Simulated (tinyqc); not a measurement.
# Carrier lifetime of an n-type layer with SRH, radiative, Auger and surface recombination: lifetime against injection

Uniform excess density dn = dp (no trapping), n = n0 + dn, p = p0 + dn, Boltzmann statistics, full ionisation. Surfaces enter as a rate 2 S dn/d, which holds while diffusion to them is fast.

ni = sqrt(Nc Nv) exp(-Eg/(2 Vt)), Eg in volts; majority density N/2 + sqrt(N^2/4 + ni^2), n0 p0 = ni^2; n1 = Nc exp(-Et/Vt), p1 = Nv exp((Et - Eg)/Vt); tn0 = 1/(sn vth Nt), tp0 = 1/(sp vth Nt). With e = n p - ni^2 = dn (n0 + p0 + dn): U_SRH = e/(tp0 (n + n1) + tn0 (p + p1)), U_rad = B e, U_Aug = (Cn n + Cp p) e, U_s = 2 S dn/d. Each tau is dn over its rate; tau = dn/U with U the sum.

Parameters, values chosen for the exercise; band and dielectric values close to those of silicon:
```
symbol,value,unit,meaning
T,300,K,temperature
Eg,1.11,eV,band gap
Nc,2.75e19,cm^-3,conduction-band density of states at T
Nv,2.69e19,cm^-3,valence-band density of states at T
B,4.66e-15,cm^3/s,radiative coefficient
N,7.2e17,cm^-3,donor density
Cn,3e-31,cm^6/s,Auger coefficient (two electrons)
Cp,8.7e-32,cm^6/s,Auger coefficient (two holes)
Nt,1.1e13,cm^-3,trap density
sn,3e-17,cm^2,capture cross-section for electrons
sp,6e-17,cm^2,capture cross-section for holes
vth,1e7,cm/s,thermal velocity (both carriers)
Et,0.79,eV,trap level below the conduction band
S,0,cm/s,surface recombination velocity (both faces)
d,2,um,sample thickness
```

Constants: q = 1.602176634e-19 C, kB = 1.380649e-23 J/K, Vt = kB T/q. Results are converted to the units shown.

Lifetime against injection:

| dn (cm^-3) | tau_SRH (s) | tau_rad (s) | tau_Aug (s) | tau (s) | radiative share (%) | largest path |
|---|---|---|---|---|---|---|
| 1e11 | 1.5156e-4 | 2.9804e-4 | 6.4300e-6 | 6.0433e-6 | 2.0276 | Auger |
| 1e12 | 1.5156e-4 | 2.9804e-4 | 6.4300e-6 | 6.0433e-6 | 2.0276 | Auger |
| 1e13 | 1.5157e-4 | 2.9804e-4 | 6.4298e-6 | 6.0431e-6 | 2.0276 | Auger |
| 1e14 | 1.5160e-4 | 2.9800e-4 | 6.4280e-6 | 6.0415e-6 | 2.0273 | Auger |
| 1e15 | 1.5198e-4 | 2.9763e-4 | 6.4096e-6 | 6.0257e-6 | 2.0246 | Auger |
| 1e16 | 1.5571e-4 | 2.9396e-4 | 6.2303e-6 | 5.8710e-6 | 1.9972 | Auger |
| 1e17 | 1.8851e-4 | 2.6170e-4 | 4.7880e-6 | 4.5876e-6 | 1.7530 | Auger |
| 1e18 | 3.2772e-4 | 1.2476e-4 | 9.6417e-7 | 9.5399e-7 | 0.76464 | Auger |
| 1e19 | 4.3420e-4 | 2.0018e-5 | 2.2830e-8 | 2.2803e-8 | 0.11391 | Auger |

Auger recombination leads at dn = 1e11 and in all other rows. The total lifetime falls from 6.04e-6 to 2.28e-8 s. tau_SRH goes from 1.52e-4 s (low-injection limit 1.52e-4 s) to 4.34e-4 s (high-injection limit tn0 + tp0 = 4.55e-4 s). Between the last two rows tau_rad goes as dn^(-0.79) and tau_Aug as dn^(-1.63); the radiative share falls from 2.03 to 0.114 %. For dn = 1e19 the carriers are degenerate, where B and the Auger coefficients no longer stay constant.

Program tinyqc, `OMP_NUM_THREADS=1 python tinyqc.py 2300051 2300052 out.jsonl`; Intel Xeon 2.30GHz, shared host, one thread, about 0.01 s.
